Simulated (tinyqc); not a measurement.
Heated strip on a layer stack, thermal resistances with spreading: one step of the calculation.

A long strip of width ws dissipates Pw per length on three layers over a heat sink. Heat is taken to spread at 45 degrees, so the width of the flow grows by twice the depth: w1 = ws + 2 t1, w2 = w1 + 2 t2, w3 = w2 + 2 t3 at the bottoms of the layers. This is a rule of thumb, not a solution of the heat equation.

Task. Temperatures. From the sink upward: Ta = T0 + Pw R3; across layer 2 the Kirchhoff transform gives Tb^(1-p) = Ta^(1-p) + (1 - p)(300 K)^(-p) Pw R2; Tc = Tb + Pw Rboundary; Tj = Tc + Pw R1. With constant k2, Tj would be T0 + Pw times the sum of the resistances.

Values chosen for this exercise; conductivities close to those of gallium nitride (layer 1), silicon (layer 2) and solder (layer 3):
- T0 = 323 K (heat-sink temperature)
- Pw = 1.4 W/mm (power per length of the strip)
- k2 = 162 W/(m K) (conductivity of layer 2 at 300 K)
- p = 1.3 (exponent in k2(T) = k2 (300 K/T)^p)

resistance times length (K mm/W): layer 1 4.6703001, boundary 1.0736196, layer 2 16.586418, layer 3 0.47281410

Give: temperatures; Tj with constant k2.

Result.

temperatures (K): Ta 323.66, Tb 350.67, Tc 352.17, Tj 358.71
Tj with constant k2 = 354.92 K

The rise Tj - T0 is 35.7 K, 12 % above the value for constant k2.

Computed by the program tinyqc: `OMP_NUM_THREADS=1 python tinyqc.py 2520105 2520106 out.jsonl`, one thread of a shared Intel Xeon 2.30GHz, about 0.01 s for the whole run.
